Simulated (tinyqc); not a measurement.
## Doping from the ideality factor

Inverse problem. For thermionic-field emission over a Schottky barrier the ideality factor is n = u coth(u) with u = E00/Vt and E00 = (hbar/2) sqrt(Nd/(me m0 eps0 eps_r)) in SI units (volts). Find u, E00 and Nd.

Values chosen for this exercise; band and dielectric values close to those of silicon: temperature T = 250 K; electron mass me = 0.26 m0; relative permittivity eps_r = 11.6.

Constants: q = 1.602176634e-19 C, kB = 1.380649e-23 J/K, eps0 = 8.8541878128e-12 F/m, hbar = 1.054571817e-34 J s, m0 = 9.1093837015e-31 kg, Vt = kB T/q. Results are converted to the units shown.

n = 1.0576138

Answer. u coth(u) rises steadily from 1, so n fixes u; the definition of E00 then gives Nd.

u = 0.4181
E00 = 9.008 meV
Nd = 7.100e17 cm^-3

tinyqc, about 0.06 s, one thread, Intel Xeon 2.30GHz (shared host): `OMP_NUM_THREADS=1 python tinyqc.py 2640155 2640156 out.jsonl`
